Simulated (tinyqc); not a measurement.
Gate-all-around wire, scale length and short-channel effects: two steps of the calculation.

A round wire of diameter ts in an insulator shell of thickness ti under a surrounding gate. Below threshold the potential that source and drain add obeys Laplace's equation and vanishes on the gate. Its lowest mode decays along the channel as exp(-k y); k is the smallest positive root of the matching condition at the interface, and the scale length is Lambda = pi/k.

Values chosen for this exercise; permittivities: semiconductor made up, insulator close to that of aluminium oxide:

| symbol | value | unit | meaning |
|---|---|---|---|
| T | 300 | K | temperature |
| eps_r | 12.6 |  | relative permittivity of the semiconductor |
| ei | 8.99 |  | relative permittivity of the insulator |
| ti | 1.8 | nm | insulator thickness |
| ts | 6.1 | nm | wire diameter |
| L | 14 | nm | channel length |
| Vbi | 0.99 | V | potential of the source |
| sT | 0.49 | V | potential of the barrier top at threshold |
| VTL | 0.47 | V | long-channel threshold |
| m | 1 |  | long-channel body factor |
| Vds | 1 | V | drain voltage |

Constants: q = 1.602176634e-19 C, kB = 1.380649e-23 J/K, Vt = kB T/q. Results are converted to the units shown.

Problem 1. Decay constant by Newton steps. f(k) = ei J0(u)[J1(u) Y0(v) - Y1(u) J0(v)] - eps_r J1(u)[J0(u) Y0(v) - Y0(u) J0(v)], u = k ts/2, v = u + k ti; f' by a central difference with +/- 1e-5 1/nm; k(new) = k - f/f'.

k after iteration 1 = 0.43236244 1/nm

Give: f; f'; k after iteration 2.

Solution 1.

f = 0.22494
f' = -14.031 nm
k after iteration 2 = 0.44839 1/nm

Problem 2. Threshold shift, barrier position and swing. Along the channel psi(y) = s + a exp(y/l) + b exp(-y/l) with psi(0) = Vbi, psi(L) = Vbi + Vds and l = 1/k = Lambda/pi; with A = Vbi - s, B = A + Vds, x = exp(-L/l): a = (B - A x) x/(1 - x^2), b = (A - B x)/(1 - x^2). The minimum is s + 2 sqrt(a b), at y = (l/2) ln(b/a). The long-channel potential follows the gate as s = sT + (Vg - VTL)/m, and the threshold VT is the gate voltage at which the minimum equals sT. Swing = m Vt ln 10/g at threshold, g = d(minimum)/ds = 1 - (b x + a)/((1 + x) sqrt(a b)).

l = 2.2263619 nm

Find: s at threshold; a; b; position of the minimum; VT; swing.

Solution 2.

s at threshold = 0.40747 V
a = 0.0029383 V
b = 0.57960 V
position of the minimum = 5.8826 nm
VT = 0.38747 V
swing = 65.929 mV/decade

The threshold lies 82.5 mV below the long-channel value, and the barrier top sits at 0.42 L from the source.

Program tinyqc, `OMP_NUM_THREADS=1 python tinyqc.py 2420028 2420029 out.jsonl`; Intel Xeon 2.30GHz, shared host, one thread, about 0.01 s.
